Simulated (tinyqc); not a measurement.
Bond-orbital model of a tetrahedral semiconductor (Harrison's universal couplings), step by step. Values are carried at full precision from step to step, so a last printed digit may differ when a step is redone from the rounded ones.

Hybrid level eh = (es + 3 ep)/4; metallic energy V1 = (ep - es)/4 for each atom; covalent energy V2 = 3.22 hbar^2/(m d^2); polar energy V3 = (ehc - eha)/2; hbar^2/m = 2c, c = hbar^2/2m0. Polarity ap = V3/sqrt(V2^2 + V3^2), covalency ac = V2/sqrt(V2^2 + V3^2). p-p coupling at Gamma Exx = (4/3)(2.22 - 2 x 0.63) hbar^2/(m d^2) = 1.28 hbar^2/(m d^2), s-s coupling Ess = 4 x 1.32 hbar^2/(m d^2).

Constants: hbar^2/2m0 = 3.80998211 eV angstrom^2.

Parameters, chosen for this exercise (near tabulated values for CdTe; the model gives trends, and its gaps can be far from the real ones; not measured data): esc = -7.22 eV (s level, cation); epc = -3.97 eV (p level, cation); esa = -19.32 eV (s level, anion); epa = -9.63 eV (p level, anion); d = 2.8 angstrom (bond length); Z = 6 (valence electrons of the anion).

## The three energies

Form the hybrid levels, V1, V2 and V3.

hbar^2/(m d^2) = 0.9719 eV

hybrid levels (eV): cation -4.7825, anion -12.0525

V1 (eV): cation 0.8125, anion 2.4225

V2, V3 (eV): [3.1296, 3.6350]

## Bond and antibond

The 2 x 2 problem [[ehc, -V2], [-V2, eha]] gives (ehc + eha)/2 -/+ sqrt(V2^2 + V3^2); ap = V3/sqrt(V2^2 + V3^2), ac = V2/sqrt(V2^2 + V3^2); the bond has weight (1 + ap)/2 on the anion.

levels (eV): bond -13.2141, antibond -3.6209

ap = 0.7578
ac = 0.6525
weight on the anion = 0.8789

## Charges

With dZ = Z - 4: effective charge Z* = 4 ap - dZ (positive on the cation); transverse charge eT* = Z* + (8/3) ap ac^2.

Z* = 1.031 e
eT* = 1.892 e

Charge that flows along the bonds as they stretch adds 0.86 e to the static value.

## Metallicity and a gap from the bond picture

Neighbouring bonds couple through V1: averaged V1b = V1c (1 - ap)/2 + V1a (1 + ap)/2 for the bond band and V1x = V1c (1 + ap)/2 + V1a (1 - ap)/2 for the antibond band. The top of the bond band lies V1b above the bond level and the bottom of the antibond band 3 V1x below the antibond level, so the gap is 2 sqrt(V2^2 + V3^2) - V1b - 3 V1x; metallicity am = (V1b + 3 V1x)/(2 sqrt(V2^2 + V3^2)).

V1b, V1x (eV): [2.2275, 1.0075]

gap = 4.343 eV
am = 0.547

The gap closes where am reaches one. The model gives trends; its gap can miss the real one by a factor of two to five, most in ratio for narrow gaps and most in eV for first-row compounds.

## Band edges at Gamma

Ev is the lower root of [[epa, Exx], [Exx, epc]] and the s-like conduction level the upper root of [[esa, Ess], [Ess, esc]], with Exx = 1.28 u and Ess = 5.28 u, u = hbar^2/(m d^2).

Exx, Ess (eV): [1.2441, 5.1318]

Ev = -9.891 eV
s-like conduction level = -5.337 eV
E0 gap = 4.555 eV

Universal couplings give the trend of E0 from compound to compound, not its value; it can miss by several eV and by a factor of two or more, and spin-orbit coupling is left out.

## Checks

- Bond level from the formula against the 2 x 2 matrix: both -13.2141.

tinyqc: `OMP_NUM_THREADS=1 python tinyqc.py 1451728 1451729 out.jsonl`; about 0.01 s, one thread, shared Intel(R) Xeon(R) Processor @ 2.30GHz.
